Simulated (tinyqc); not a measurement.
Inside a calculation. Model: grain growth, pinning, strength and diffusional creep of a polycrystal or thin film. Computed by tinyqc, a small Python program that keeps every step. Command: `OMP_NUM_THREADS=1 python tinyqc.py 3031959 3031960 out.jsonl grain walk`. One thread of a shared host (Intel(R) Xeon(R) Processor @ 2.30GHz), about 0.01 s of CPU time with the checks. Intermediate numbers are printed to about 7 digits and carried at full precision; extremes and crossings named in words are read from the listed rows.

One mean grain size d describes the structure.

Inputs (values chosen for the exercise, for a model solid):

| quantity | value | unit |
|---|---|---|
| shear modulus G | 52.1 | GPa |
| Burgers vector b | 2.556 | angstrom |
| atomic volume Omega | 11.81 | angstrom^3 |
| boundary energy gamma | 0.71 | J/m^2 |
| mobility prefactor M0 | 3.1e-06 | m^4/(J s) |
| activation energy of boundary motion Q_m | 1.31 | eV |
| anneal temperature T | 531 | K |
| anneal time t | 20000 | s |
| initial grain size d0 | 19 | nm |
| particle volume fraction f | 0.00024 | - |
| particle radius r | 2.3 | nm |
| friction stress sigma_0 | 20 | MPa |
| Hall-Petch slope k_y | 0.12 | MPa m^0.5 |
| lattice diffusion energy Q_l | 2.19 | eV |
| boundary diffusion energy Q_b | 1.1 | eV |
| lattice prefactor D0 | 3.2e-05 | m^2/s |
| boundary prefactor delta D0b | 7.5e-15 | m^3/s |
| applied stress sigma | 12 | MPa |
| service temperature T_c | 433 | K |

Sample: bulk.

Constants: k_B = 8.617333262e-05 eV/K; k_B = 1.380649e-23 J/K.

## Mobility and the sizes at which growth stops

M = M0 exp(-Q_m/(k_B T)). The driving pressure is 2 gamma/d. Zener pinning pressure 3 f gamma/(2 r) stops growth at d_Z = 4 r/(3 f). The limit is d_lim = d_Z.

mobility M = 1.142906e-18 m^4/(J s)

Zener size d_Z = 12777.78 nm

limit d_lim = 12777.78 nm

## Grain size after the anneal

dd/dt = 2 M gamma (1/d - 1/d_lim) integrates to 2 M gamma t = d_lim (d0 - d) + d_lim^2 ln[(d_lim - d0)/(d_lim - d)]; without pinning d^2 = d0^2 + 4 M gamma t.

size without pinning = 255.4957 nm

grain size d = 253.7964 nm

Pinning holds d to 99 % of the free value.

## Yield stress

Hall-Petch term k_y/sqrt(d). Orowan term 3.06 x 0.4 G b ln(2 rbar/b)/(pi lambda sqrt(1 - nu)) with nu = 1/3, rbar = sqrt(2/3) r, lambda = rbar (sqrt(pi/f) - 2). The terms are added to sigma_0.

Hall-Petch term = 238.1982 MPa

Orowan term = 80.89581 MPa

yield stress = 339.0940 MPa

The largest term is the Hall-Petch one. The anneal changed the Hall-Petch term from 871 to 238 MPa.

## Diffusional creep at T_c

Nabarro-Herring rate = 14 sigma Omega D_l/(k_B T d^2), D_l = D0 exp(-Q_l/(k_B T)); Coble rate = 14 pi sigma Omega delta D_b/(k_B T d^3), delta D_b = delta D0b exp(-Q_b/(k_B T)); they are equal at d_x = pi delta D_b/D_l.

Nabarro-Herring rate = 5.336985e-18 1/s

Coble rate = 7.526815e-08 1/s

crossover size d_x = 3.579321e+09 micrometre

time to 1 % strain = 132858.3 s

Boundary diffusion carries the creep, by a factor 1.4e10.

## Strength against creep resistance

Hall-Petch term k_y/sqrt(d).

At T_c and sigma:

| d (nm) | Hall-Petch term (MPa) | Nabarro-Herring (1/s) | Coble (1/s) | time to 1 % (s) |
|---|---|---|---|---|
| 30 | 692.8203 | 3.819656e-16 | 4.557259e-05 | 2.194301e+02 |
| 100 | 379.4733 | 3.437691e-17 | 1.230460e-06 | 8.127042e+03 |
| 300 | 219.0890 | 3.819656e-18 | 4.557259e-08 | 2.194301e+05 |
| 1000 | 120.0000 | 3.437691e-19 | 1.230460e-09 | 8.127042e+06 |
| 3000 | 69.2820 | 3.819656e-20 | 4.557259e-11 | 2.194301e+08 |
| 10000 | 37.9473 | 3.437691e-21 | 1.230460e-12 | 8.127042e+09 |
| 100000 | 12.0000 | 3.437691e-23 | 1.230460e-15 | 8.127042e+12 |

From 100 micrometre to 30 nm grains the Hall-Petch term grows 58 times, while the time to 1 % strain shrinks by 10.6 decades. Coble creep rules in 7 of the seven rows (d_x is a millimetre or more). Fine grains resist slip but creep fast. The Hall-Petch value at 30 nm is at the edge of that law.

## Growth with time

The formulas are those given above.

At T:

| t (s) | free growth (nm) | pinned growth (nm) | d/d_lim |
|---|---|---|---|
| 1.50e+05 | 698.03 | 685.37 | 0.0536379 |
| 5.00e+05 | 1274.08 | 1232.09 | 0.0964247 |
| 1.50e+06 | 2206.61 | 2081.46 | 0.1628971 |
| 5.00e+06 | 4028.60 | 3616.82 | 0.2830554 |
| 1.50e+07 | 6977.69 | 5769.69 | 0.4515410 |
| 5.00e+07 | 12739.43 | 8906.00 | 0.6969917 |
| 1.50e+08 | 22065.32 | 11618.97 | 0.9093109 |
| 5.00e+08 | 40285.57 | 12745.06 | 0.9974393 |

The apparent exponent d ln d/d ln t of the pinned growth is at most about 0.49, below the ideal 1/2, and falls to 0.077 in the last rows: pinning hides it late.

Checks made by the program: d against numerical integration (relative difference 3e-09).
